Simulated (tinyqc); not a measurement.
Free and trapped electrons in a MOS channel with a dense trap tail: two steps of the calculation.

p-type body, charge-sheet picture, full ionisation (an idealisation for deep acceptors), Boltzmann statistics for free electrons. e = Ec - EF at the surface. Acceptor-like traps of density D(E) = D0 + De exp(-E/Ew) at depth E below Ec, from 0 to Eu, hold n_t = integral of D(E)/(1 + exp((e - E)/Vt)). psi = Eg - Vt ln(Nv/Na) - e; N_dep = sqrt(2 eps0 eps_r Na (psi - Vt)/q); n_f = sqrt(N_dep^2 + 2 eps0 eps_r Vt Nc exp(-e/Vt)/q) - N_dep; Vg = Vfb + psi + q (N_dep + n_t + n_f)/Cox, Cox = eps0 eox/tox.

Inputs (values chosen for the exercise); band and dielectric values close to those of 4H silicon carbide:

| symbol | value | unit | meaning |
|---|---|---|---|
| T | 300 | K | temperature |
| Eg | 3.2 | eV | band gap |
| eps_r | 9.65 |  | relative permittivity |
| Nc | 1.73e19 | cm^-3 | conduction-band density of states at T |
| Nv | 2.46e19 | cm^-3 | valence-band density of states at T |
| eox | 3.9 |  | relative permittivity of the insulator |
| tox | 41 | nm | insulator thickness |
| Na | 9.3e15 | cm^-3 | acceptor density |
| Vfb | -2.02 | V | flat-band voltage without trapped charge |
| D0 | 6.2e10 | cm^-2 eV^-1 | constant background density of acceptor-like traps |
| De | 6.6e13 | cm^-2 eV^-1 | density of the tail at the conduction edge |
| Ew | 0.14 | eV | decay energy of the tail |
| Eu | 0.76 | eV | depth below Ec down to which the traps reach |
| mf | 92 | cm^2/(V s) | mobility of free electrons |
| e | 0.136 | eV | Ec - EF at the surface |

Constants: q = 1.602176634e-19 C, kB = 1.380649e-23 J/K, Vt = kB T/q, eps0 = 8.8541878128e-14 F/cm where lengths are in cm. Results are converted to the units shown.

Problem 1. Trapped charge. Trapezoid rule on 15 equal steps from 0 to Eu, f = 1/(1 + exp((e - E)/Vt)).

Give: E; D(E) f; n_t.

Solution 1.

E, point 0 to 15 (eV): [0, 0.05067, 0.1013, 0.1520, 0.2027, 0.2533, 0.3040, 0.3547, 0.4053, 0.4560, 0.5067, 0.5573, 0.6080, 0.6587, 0.7093, 0.7600]
D(E) f, point 0 to 15 (cm^-2 eV^-1): [3.412e11, 1.636e12, 6.649e12, 1.453e13, 1.448e13, 1.075e13, 7.576e12, 5.301e12, 3.711e12, 2.603e12, 1.831e12, 1.294e12, 9.200e11, 6.594e11, 4.780e11, 3.517e11]
n_t = 3.687e12 cm^-2

Problem 2. Charges and gate voltage. psi, N_dep, n_f and Vg as defined, with the n_t given; free share n_f/(n_f + n_t); apparent mobility mf n_f/(n_f + n_t); gate voltage spent on traps q n_t/Cox.

n_t = 3.6867281e12 cm^-2

Wanted: psi; N_dep; n_f; Vg; free share; apparent mobility; gate voltage spent on traps.

Solution 2.

psi = 2.8603 V
N_dep = 5.3024e11 cm^-2
n_f = 2.2860e10 cm^-2
Vg = 8.9057 V
free share = 0.61624 %
apparent mobility = 0.56694 cm^2/(V s)
gate voltage spent on traps = 7.0133 V

tinyqc, about 0.02 s, one thread, Intel Xeon 2.30GHz (shared host): `OMP_NUM_THREADS=1 python tinyqc.py 2222143 2222144 out.jsonl`
